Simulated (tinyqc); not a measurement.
Capacitance measurement on a leaky thin oxide: effects of series resistance and leakage: one step of the calculation.

The device is a capacitance C in parallel with a leakage conductance G, in series with Rs and Ls. An impedance meter reports either a parallel pair (Cp, Gp) from Y = 1/Z = Gp + i w Cp or a series pair (Cs, Rm) from Z = Rm + 1/(i w Cs); w = 2 pi f, dissipation D = Gp/(w |Cp|).

Problem. True capacitance and conductance. EOT = 3.9 tox/eox; CET = EOT + zc + zp; C = 3.9 eps0 A/CET; G = Jg A/Vs.

Values chosen for this exercise; values of the order met in thin-oxide MOS capacitors:

| symbol | value | unit | meaning |
|---|---|---|---|
| eox | 3.9 |  | relative permittivity of the gate insulator (close to silicon dioxide) |
| tox | 1.3 | nm | insulator thickness |
| A | 2500 | um^2 | gate area |
| zc | 0.37 | nm | oxide-equivalent thickness added by the accumulation layer |
| zp | 0.26 | nm | oxide-equivalent thickness added by gate depletion |
| Jg | 0.00016 | A/cm^2 | gate leakage current density, not matched to the thickness |
| Vs | 0.19 | V | voltage for an e-fold rise of the leakage |

Constants: eps0 = 8.8541878128e-14 F/cm where lengths are in cm. Results are converted to the units shown.

Wanted: EOT; CET; C; G.

Solution.

EOT = 1.3000 nm
CET = 1.9300 nm
C = 44.730 pF
G = 0.021053 uS

Computed by the program tinyqc: `OMP_NUM_THREADS=1 python tinyqc.py 2022155 2022156 out.jsonl`, one thread of a shared Intel Xeon 2.30GHz, about 0.01 s for the whole run.
